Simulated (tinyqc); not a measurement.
CCSD on RHF in the 3-21g basis, for H2, spin multiplicity 1, step by step. One step of it, computed by the program tinyqc.

Task: CCSD: starting amplitudes. t_ij^ab = <ij||ab> / (e_i + e_j - e_a - e_b), whose energy is MP2.

orbital energies (hartree): MO1 -0.548738, MO2 0.218460, MO3 1.007383, MO4 1.372091

Two-electron integrals over orbitals (pq|rs), unique and non-zero (hartree):
```
(11|11) 0.602892    (21|21) 0.104937    (22|11) 0.457973    (22|22) 0.417556
(31|11) 0.145061    (31|22) 0.065877    (31|31) 0.102771    (32|21) 0.000920
(32|32) 0.035718    (33|11) 0.540221    (33|22) 0.420226    (33|31) 0.128431
(33|33) 0.507716    (41|21) -0.080538   (41|32) -0.043182   (41|41) 0.115869
(42|11) -0.139385   (42|22) -0.068448   (42|31) -0.081602   (42|33) -0.119358
(42|42) 0.079861    (43|21) -0.115400   (43|32) -0.028322   (43|41) 0.127949
(43|43) 0.170441    (44|11) 0.612970    (44|22) 0.470179    (44|31) 0.184583
(44|33) 0.572058    (44|42) -0.168046   (44|44) 0.686737
```

Give: Starting amplitudes; correlation energy.

Result:

Starting amplitudes (spin orbitals 1a, 1b, ...; amplitudes related by a flip of all spins are not repeated):
```
from      to       t
1a 1b  2a 2b  -0.068
1a 1b  3a 3b  -0.033
1a 1b  4a 4b  -0.030
1a 1b  2a 4b   0.030
```

correlation energy = -0.01889 hartree
